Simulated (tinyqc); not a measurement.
Inside a calculation. Model: hexagonal on-chip spiral inductor, lumped pi model.

Numbers from tinyqc (`OMP_NUM_THREADS=1 python tinyqc.py 2302016 2302017 out.jsonl`; about 0.01 s on one thread of a shared Intel Xeon 2.30GHz). Printed values are rounded.

Outer diameter do = di + 2 n wd + 2 (n - 1) sp, mean da = (do + di)/2, fill p = (do - di)/(do + di), length l = 3.464 n da. L = 2.33 mu0 n^2 da/(1 + 3.82 p), mu0 = 4 pi 1e-7 H/m. Rs = rho l/(wd delta (1 - exp(-th/delta))), delta = sqrt(rho/(pi f mu0)). Cs = n wd^2 eps0 eo/hu across the coil. At each end Cox = l wd eps0 eo/(2 ho) leads to the substrate branch Rsi = 2 rs he/(l wd) in parallel with Csi = l wd eps0 11.7/(2 he). With one end grounded Y = 1/(Rs + i w L) + i w Cs + 1/[1/(i w Cox) + 1/(1/Rsi + i w Csi)], w = 2 pi f; Q = -Im Y/Re Y. Eddy currents in neighbouring turns and in the substrate are left out.

Parameters, values chosen for the exercise; values of the order met in silicon radio-frequency processes:
- n = 2.5 (number of turns)
- wd = 10 um (line width)
- sp = 1.5 um (space between turns)
- di = 80 um (inner diameter)
- th = 2 um (metal thickness)
- rho = 1.9 uohm cm (metal resistivity)
- ho = 8.2 um (oxide below the coil)
- hu = 0.6 um (oxide between coil and underpass)
- eo = 3 (relative permittivity of the oxide)
- rs = 10 ohm cm (substrate resistivity)
- he = 30 um (effective spreading depth in the substrate)
- f = 2.4 GHz (frequency)

Constants: eps0 = 8.8541878128e-12 F/m. Results are converted to the units shown.

## Geometry and model elements

do, l, L, delta, Rs, Cs, Cox, Rsi and Csi as defined.

do = 134.5 um
l = 928.7850 um
L = 0.9959750 nH
delta = 1.416091 um
Rs = 1.647443 ohm
Cs = 11.06773 fF
Cox = 15.04324 fF
Rsi = 646.0053 ohm
Csi = 16.03609 fF

Rs is 1.87 times the direct-current value in this empirical form, which overstates the skin effect of a flat slab when delta is near th and so stands in for some current crowding.

## Admittance, quality factor and apparent inductance

Series branch 1/(Rs + i w L), substrate branch, total Y, Q = -Im Y/Re Y, apparent inductance Im(1/Y)/w, metal-only value w L/Rs, share of the loss in the substrate Re(substrate branch)/Re Y.

series branch = 7.21668-65.79095i mS
substrate branch = 0.0304517+0.2176271i mS
Y = 7.24713-65.40643i mS
Q = 9.025153
apparent inductance = 1.001588 nH
w L/Rs = 9.116518
share of the loss in the substrate = 0.4201905 %

Q is 99.0 % of the metal-only value.
